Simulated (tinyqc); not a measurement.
## Composition from the perpendicular lattice constant

Problem. The layer is x parts of the first compound and 1 - x of the second, grown coherently on the third as substrate and barrier. Rows of the table: lattice constant a, average valence level Ea on an absolute scale, spin-orbit splitting so, gaps at Gamma, X and L, hydrostatic deformation potentials av and ac (Gamma), shear potential b, elastic constants, electron and heavy-hole (along z) masses. All are interpolated linearly in x; gaps get -C x (1 - x), taken wholly in the conduction band; real line-ups can differ from this model by 0.1 eV or more. In-plane strain e = (a_substrate - a)/a, e_z = -2 (c12/c11) e, volume change 2 e + e_z. X-ray diffraction gives a_z = a (1 + e_z) of the coherent layer. Find x, e and the relaxed Gamma gap.

Values chosen for this exercise: bowing of the Gamma gap CG = 0.7 eV; bowing of the X gap CX = 0 eV; bowing of the L gap CL = 0 eV.

Binary compounds, values chosen for the exercise:

|  | close to InAs | close to AlAs | close to InP |
|---|---|---|---|
| a (angstrom) | 6.058 | 5.661 | 5.869 |
| Ea (eV) | -6.67 | -7.49 | -7.04 |
| so (eV) | 0.376 | 0.276 | 0.109 |
| EG (eV) | 0.356 | 3 | 1.35 |
| EX (eV) | 1.38 | 2.17 | 2.2 |
| EL (eV) | 1.06 | 2.35 | 1.9 |
| av (eV) | 1.01 | 2.5 | 1.29 |
| ac (eV) | -5.1 | -5.64 | -5.03 |
| b (eV) | -1.79 | -1.52 | -1.72 |
| c11 (GPa) | 82.5 | 126 | 100 |
| c12 (GPa) | 45.5 | 53.2 | 56.4 |
| me (m0) | 0.0228 | 0.149 | 0.0809 |
| mh (m0) | 0.334 | 0.469 | 0.525 |

lattice constant along the growth direction = 5.85050576 angstrom

Solution. a_z changes steadily with x, about (1 + 2 c12/c11) times as fast as the relaxed lattice constant, so one composition matches.

x = 0.500
e = 0.162 %
relaxed Gamma gap = 1.50 eV

Program tinyqc, `OMP_NUM_THREADS=1 python tinyqc.py 2690075 2690076 out.jsonl`; Intel Xeon 2.30GHz, shared host, one thread, about 0.01 s.
